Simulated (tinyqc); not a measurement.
Cluster expansion of a binary alloy: correlations, fit, cross-validation and ground states: one step, computed by the program tinyqc. Command: `OMP_NUM_THREADS=1 python tinyqc.py 3000256 3000257 out.jsonl clex walk`. One thread of a shared host (Intel(R) Xeon(R) Processor @ 2.30GHz), about 0.08 s of CPU time with the checks.

s = +1 for A and -1 for B. Energy per site E = J0 + J1 P(point) + sum over clusters of m V P, with P the mean product of spins; V > 0 on a pair favours unlike neighbours. Clusters per site m: pair 1 2, pair 2 2, pair 3 2, triplet 4; the triplet is two first-neighbour bonds at a right angle. Formation energies are counted from the line between pure A and pure B, which removes J0 and J1.

Question. Normal equations for V1, V2, Vt. Leave out pair 3: A = X^T X and b = X^T E (E being the data with noise) over these three columns; solve A V = b. The root-mean-square error runs over the structures between the pure ends.

Lattice: square.

X:
```
                      pair 1     pair 2     pair 3    triplet
A                   0.000000   0.000000   0.000000   0.000000
A3B p(2x2)         -2.000000  -2.000000   0.000000  -4.000000
A3B c(4x2)         -2.000000  -2.000000  -1.000000  -4.000000
A2B diagonal rows  -2.666667  -1.333333  -2.666667  -2.666667
A2B rows           -1.333333  -2.666667  -1.333333   0.000000
AB c(2x2)          -4.000000   0.000000   0.000000   0.000000
AB p(2x1)          -2.000000  -4.000000   0.000000   0.000000
A2B2 rows          -1.000000  -2.000000  -2.000000   0.000000
AB2 diagonal rows  -2.666667  -1.333333  -2.666667   2.666667
AB2 rows           -1.333333  -2.666667  -1.333333   0.000000
AB3 p(2x2)         -2.000000  -2.000000   0.000000   4.000000
AB3 c(4x2)         -2.000000  -2.000000  -1.000000   4.000000
B                   0.000000   0.000000   0.000000   0.000000
```

data (meV/site): A 0.0000, A3B p(2x2) -43.8190, A3B c(4x2) -36.5260, A2B diagonal rows -41.8667, A2B rows -33.8793, AB c(2x2) -131.3190, AB p(2x1) -20.8000, A2B2 rows -18.2320, AB2 diagonal rows -79.8487, AB2 rows -23.8913, AB3 p(2x2) -90.1330, AB3 c(4x2) -63.3700, B 0.0000

Give: matrix A; b; fitted V1, V2, Vt; root-mean-square error of the three-cluster fit.

Answer.

matrix A:
```
        V1      V2      Vt
V1  54.778  40.222   0.000
V2  40.222  53.778   0.000
Vt   0.000   0.000  78.222
```

b (meV): 1454.4  903.7  -393.9

fitted V1, V2, Vt (meV): 31.525  -6.775  -5.036

root-mean-square error of the three-cluster fit = 11.827 meV/site
